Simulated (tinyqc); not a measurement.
# Inputs raised by 5 %, one at a time

Model: bottom-up copper filling of a trench by curvature-enhanced accelerator coverage. Computed by tinyqc, a small Python program. Command: `OMP_NUM_THREADS=1 python tinyqc.py 3020258 3020259 out.jsonl superfill sens`. One thread of a shared host (Intel(R) Xeon(R) Processor @ 2.30GHz), about 0.1 s of CPU time with the checks.

A rectangular trench keeps vertical walls and a flat floor. An accelerator floats on the surface; where area is lost in the corners it is passed on to the floor.

Inputs (values chosen for the exercise, close to those used for damascene copper plating):
```
quantity                                           value     unit
trench width w                                       290       nm
aspect ratio h/w                                     2.2        -
exchange current of the suppressed surface i_0     0.036  mA/cm^2
exchange current of the accelerated surface i_1      2.1  mA/cm^2
transfer coefficient alpha                          0.53        -
overpotential eta                                   0.11        V
starting coverage theta_0                         0.0059        -
adsorption rate k_a                                6e-05      1/s
cupric ion concentration C                          0.23    mol/l
diffusivity D                                    4.8e-06   cm^2/s
boundary layer delta                                  79       um
temperature T                                        298        K
```

Constants: e = 1.602176634e-19 C; N_A = 6.02214076e+23 1/mol; k_B = 8.617333262e-05 eV/K.

Method. Kinetic current i_k = [i_0 (1 - theta) + i_1 theta] exp(alpha eta/(k_B T)), limit i_L = 2 F D C/delta, i = 1/(1/i_k + 1/i_L); velocity v = i Omega/(2F), Omega = 7.11 cm^3/mol, F = e N_A. Depletion inside the trench is ignored. Half width x, floor height y, depth h = aspect ratio x w. dx/dt = -v_s, dy/dt = v_b. d theta_b/dt = k_a (1 - theta_b) + [theta_s v_b + theta_b v_s]/x: the floor takes the accelerator of the wall it covers and keeps its own as it narrows. d theta_s/dt = k_a (1 - theta_s). theta_b is capped at 1. Integrate (tolerance 1e-9) until the walls meet (x = 0.02 w/2) or the floor passes the original mouth y = h. Start: x = w/2, y = 0, theta_b = theta_s = theta_0. Height filled = y/h, opening left = x/(w/2).

Runs; columns: (1) input moved; (2) from; (3) to; (4) time at the end (s); (5) opening left, as a share of w; (6) ratio v(1)/v(theta_0); (7) share of the height filled from the floor:
```
(1)                                                           (2)       (3)     (4)   (5)     (6)      (7)
base run                                                        -         -  515.52  0.02  25.281  0.73171
trench width w (nm)                                           290     304.5  534.06  0.02  25.281  0.73016
aspect ratio h/w                                              2.2      2.31  515.52  0.02  25.281  0.69686
exchange current of the suppressed surface i_0 (mA/cm^2)    0.036    0.0378  507.55  0.02  24.391  0.71992
exchange current of the accelerated surface i_1 (mA/cm^2)     2.1     2.205  505.71  0.02  25.662  0.73702
overpotential eta (V)                                        0.11    0.1155  475.67  0.02  24.088  0.71682
starting coverage theta_0                                  0.0059  0.006195  512.79  0.02  24.971  0.73364
boundary layer delta (um)                                      79     82.95  516.07  0.02  24.770  0.72399
```

Exponents ln(y'/y) / ln(x'/x); columns: (1) input; (2) time at the end; (3) opening left, as a share of w; (4) ratio v(1)/v(theta_0); (5) share of the height filled from the floor:
```
(1)                                                 (2)  (3)     (4)     (5)
trench width w                                    0.724    0   0.000  -0.043
aspect ratio h/w                                  0.000    0   0.000  -1.000
exchange current of the suppressed surface i_0   -0.320    0  -0.735  -0.333
exchange current of the accelerated surface i_1  -0.394    0   0.307   0.148
overpotential eta                                -1.649    0  -0.991  -0.421
starting coverage theta_0                        -0.109    0  -0.253   0.054
boundary layer delta                              0.022    0  -0.418  -0.217
```

Which inputs matter most for each result?

Among the inputs moved here: time at the end answers most in size to overpotential eta (exponent -1.649), next to trench width w (+0.724); its exponent is below 0.0005 for aspect ratio h/w. Opening left, as a share of w hardly depends on these (all exponents below 0.005). Ratio v(1)/v(theta_0) answers most in size to overpotential eta (exponent -0.991), next to exchange current of the suppressed surface i_0 (-0.735); its exponent is below 0.0005 for trench width w, aspect ratio h/w. Share of the height filled from the floor answers most in size to aspect ratio h/w (exponent -1.000), next to overpotential eta (-0.421).

Caution (all rows): real profiles develop slanted corners, and accelerator is consumed; both are left out.
